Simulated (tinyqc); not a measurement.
Worked calculation: static screening by free carriers. Values are carried at full precision from step to step, so a last printed digit may differ when a step is redone from the rounded ones.

kF = (3 pi^2 n/Mv)^(1/3), EF = c kF^2/m with c = hbar^2/2m0, n in 1/angstrom^3 (1e-24 per 1/cm^3), e2 = e^2/(4 pi eps0). Thomas-Fermi: qTF^2 = 6 pi e2 n/(eps EF). Debye: qD^2 = 4 pi e2 n/(eps kB T).

Constants: hbar^2/2m0 = 3.80998211 eV angstrom^2; e^2/(4 pi eps0) = 14.39964547 eV angstrom; kB = 8.617333262e-05 eV/K; a0 (Bohr radius) = 0.5291772105 angstrom; hbar = 6.58211957e-16 eV s.

Inputs chosen for the exercise (near those of Si; not measured data): n = 9.2e+17 1/cm^3 (carrier density); m = 0.319 m0 (mass of one isotropic valley); Mv = 6 (valleys); eps = 11.9 (background dielectric constant); T = 77 K; q = 0.0533 1/angstrom (wave vector); aD = 18.9 angstrom (trial radius); NI = 9.2e+17 1/cm^3 (ionised impurities).

## Fermi and screening wave vectors

Also the effective Bohr radius aB = a0 eps/m and rs = (3/(4 pi n))^(1/3)/aB.

kF = 0.016558 1/angstrom
EF at 0 K = 3.275 meV
EF/kT = 0.494
qTF = 0.080050 1/angstrom
qD = 0.045917 1/angstrom
aB = 19.74 angstrom
rs = 3.23

The gas is not degenerate, so the Debye value applies.

## Screening at finite temperature

F_j(eta) = (1/Gamma(j + 1)) integral_0^infinity x^j dx/(1 + exp(x - eta)), which tends to exp(eta) for eta << 0.

At finite T: qs^2 = qD^2 F_-1/2(eta)/F_1/2(eta), where n = Mv N F_1/2(eta) and N = 2 (m kB T/(4 pi c))^(3/2) with c = hbar^2/2m0, in 1/angstrom^3; times 1e24 for 1/cm^3.

Solve for eta and form qs.

n/(Mv N) = 0.2608
eta = -1.252
qs = 0.04395 1/angstrom
screening length 1/qs = 22.75 angstrom

qs is 0.957 of the Debye value and 0.549 of the Thomas-Fermi value.

## Lindhard function at one q

Lindhard at zero temperature: eps(q)/eps = 1 + (qTF/q)^2 L(x), x = q/(2 kF), L(x) = 1/2 + ((1 - x^2)/(4x)) ln|(1 + x)/(1 - x)|.

Compare with Thomas-Fermi, 1 + (qTF/q)^2.

x = 1.6095
L(x) = 0.1407
eps(q)/eps, Lindhard = 1.317
eps(q)/eps, Thomas-Fermi = 3.256

The carriers respond with 14 % of their long-wave strength at this q, beyond 2 kF, where no pair of states on the Fermi surface is joined by q. The zero-temperature form is an exercise here: at the temperature of this gas EF is only 0.49 kT.

## A donor in the screened potential

Donor in the screened potential -(e2/eps) exp(-qs r)/r with the trial function exp(-r/a): E(a) = c/(m a^2) - (e2/eps) 4/(a (2 + qs a)^2), e2 = e^2/(4 pi eps0), c = hbar^2/2m0; isotropic mass.

Evaluate both terms at a = aD.

kinetic term = 33.436 meV
potential term = -31.962 meV
E(aD) = 1.473 meV
unscreened level -m Ry/eps^2 (Ry = 13.60569312 eV) = -30.649 meV

This trial radius gives no binding, but a = 30.6 angstrom does, with E = -1.38 meV.

## Ionised-impurity scattering at E = 3 kT

Brooks-Herring rate for an electron of energy E: 1/tau = NI (pi e2^2/(eps^2 hbar)) (sqrt(c/m)/E^(3/2)) Phi(b), with Phi = ln(1 + b) - b/(1 + b), b = (2k/qs)^2, k^2 = m E/c, NI in 1/angstrom^3.

e2 = e^2/(4 pi eps0), c = hbar^2/2m0; mobility estimate mu = tau/(m m0/e) with m0/e = 5.685630e-12 kg/C, times 1e4 for cm^2/(V s).

b = 3.452
Phi = 0.7179
1/tau = 5.68e+12 1/s
mu at this energy = 971 cm^2/(V s)

b is not large: the electron wavelength is comparable with the screening length, outside the regime that the Brooks-Herring formula is meant for.

## Checks

- Scattering rate against the golden-rule integral over angles (1/s): both 5.680e+12.
- L(x) at x = 0.7 against the integral over the Fermi sphere: both 0.81595.

Run: tinyqc, `OMP_NUM_THREADS=1 python tinyqc.py 1682166 1682167 out.jsonl`; Intel(R) Xeon(R) Processor @ 2.30GHz, one thread, shared host; about 0.01 s of CPU time with all checks.
